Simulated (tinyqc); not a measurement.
# Transfer-length model of a contact, step by step

Program tinyqc, `OMP_NUM_THREADS=1 python tinyqc.py 2760026 2760027 out.jsonl`; Intel Xeon 2.30GHz, shared host, one thread, about 0.01 s. Printed values are rounded.

A metal contact of length d and width W on a thin layer of the same width. The metal has no resistance, the sheet resistance under it equals Rsh, and current enters the layer at the front edge x = 0.

Parameters, values chosen for the exercise:
```
symbol  value  unit         meaning
d        0.18    um  contact length
W         5.2    um   contact width
```

## Straight-line fit

```
gap,L (um),R_T (ohm)
1,0.13,95.836
2,0.22,123.59
3,0.4,175.96
4,0.72,263.44
5,1.3,426.89
6,2.3,719.88
```

Pairs of such contacts at gaps L have R_T = Rsh L/W + 2 Rc. The values of R_T were made from Rsh and rc with a random scatter of 2 % and are treated as data. Least squares: slope = sum (L - mean L)(R_T - mean R_T)/sum (L - mean L)^2, intercept = mean R_T - slope mean L. Rsh = slope W, Rc = intercept/2, and A = Rc/slope is half the distance from the origin to the zero of the line.

slope = 286.276 ohm/um
intercept = 59.0292 ohm
Rsh = 1488.64 ohm/sq
Rc = 29.5146 ohm
A = 0.103098 um

## Iteration 1: transfer length

Lt at the start = 0.103098 um

A = Lt coth(d/Lt) is solved for Lt, starting from Lt = A. Lt(new) = sqrt(Lt A tanh(d/Lt)), the geometric mean of the old value and the plain step.

Lt after iteration 1 = 0.100006 um

## Iteration 2: transfer length

As before.

Lt after iteration 2 = 0.0988021 um

## Course of the iteration

Stop when Lt changes by less than 1e-9 of itself, or after 40 iterations.

Course of the iteration:
```
iteration,Lt (um),relative change
1,0.100006,0.0300
2,0.0988021,0.0120
3,0.0983210,4.87e-3
4,0.0981268,1.98e-3
5,0.0980480,8.03e-4
6,0.0980160,3.26e-4
7,0.0980030,1.33e-4
8,0.0979977,5.40e-5
9,0.0979955,2.20e-5
...,...,...
13,0.0979941,6.01e-7
14,0.0979941,2.44e-7
15,0.0979940,9.93e-8
16,0.0979940,4.04e-8
17,0.0979940,1.64e-8
18,0.0979940,6.68e-9
19,0.0979940,2.72e-9
20,0.0979940,1.11e-9
21,0.0979940,4.49e-10
```

Converged in 21 iterations.

## Contact resistivity

converged Lt = 0.0979940 um

rc = Rsh Lt^2. Short cuts: Rsh A^2 (long contact, Lt = A) and Rc W d (short contact, even current).

rc = 1.42951e-7 ohm cm^2
Rsh A^2 = 1.58231e-7 ohm cm^2
Rc W d = 2.76257e-7 ohm cm^2

The extracted rc is 2.1 % above the value 1.4e-7 ohm cm^2 that made the data. The long-contact form is 11 % above the extracted value and the short-contact form 93 % above it; both can only overstate it.
